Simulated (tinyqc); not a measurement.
Splitting against the number of planes: valley splitting in a one-orbital chain of atomic planes (second-neighbour model).

Each (001) plane carries one orbital with energy e0, hopping v to the next plane and u to the second: E(phi) = e0 + 2 v cos(phi) + 2 u cos(2 phi), where phi = pi - k a/4 (the sign of every second orbital is chosen so that v > 0, which shifts the phase by pi). The minimum lies at cos(phi0) = -v/(4u), phi0 = pi - (pi/2) k0 for a valley at k0 (2 pi/a), and e0 puts it at zero. A slab of N planes has hard walls: the matrix simply ends.

Constants: hbar^2/2m0 = 3.80998211 eV angstrom^2.

Parameters, chosen for this exercise (out of a larger set: near those of the Delta valleys of silicon; abrupt walls in this chain split the valleys several times more than measured wells; not measured data):
- a = 5.437 angstrom (lattice constant; planes lie a/4 apart)
- ml = 0.882 m0 (longitudinal mass)
- N0 = 27 (first number of planes)

u = 0.631008 eV
v = 0.685124 eV
e0 = 1.447986 eV
phi0 = 1.845686 rad

Ten slabs from N0 on, of thickness (N - 1) a/4 between the outer planes. Effective mass: E1 = (c/ml)(pi/W)^2 with W = (N + 2) a/4: the amplitude vanishes on two missing planes at each end, and the envelope has its nodes N + 2 spacings apart. Large-N estimate of the splitting: 16 pi^2 u |sin(phi0) sin((N + 2) phi0)|/(N + 2)^3.

Doublet (meV):
```
N   thickness (angstrom)  mean level  effective mass  splitting  estimate
27                 35.34       27.31           27.44      0.643     0.462
28                 36.70       25.60           25.64      3.192     3.282
29                 38.06       23.95           24.01      2.088     1.993
30                 39.42       22.46           22.53      1.602     1.720
31                 40.78       21.17           21.19      2.527     2.504
32                 42.14       19.89           19.96      0.091     0.191
33                 43.50       18.82           18.84      2.164     2.194
34                 44.86       17.76           17.81      0.997     0.933
35                 46.21       16.82           16.86      1.333     1.390
36                 47.57       15.96           15.98      1.516     1.490
```

What can be read from this table?

The mean level falls smoothly, from 27.3 to 16.0 meV, within 0.5 % of the effective-mass value. The splitting swings between 0.091 (N = 32) and 3.192 meV (N = 28): one plane more or less changes the phase between the two walls by phi0 = 1.846 rad. The estimate misses the computed values by at most 0.181 meV.

Computed by tinyqc, a small Python program: `OMP_NUM_THREADS=1 python tinyqc.py 1450673 1450674 out.jsonl` (the numbers bound the seed that draws the inputs); one thread of a shared host (Intel(R) Xeon(R) Processor @ 2.30GHz), about 0.01 s for the whole set of steps.
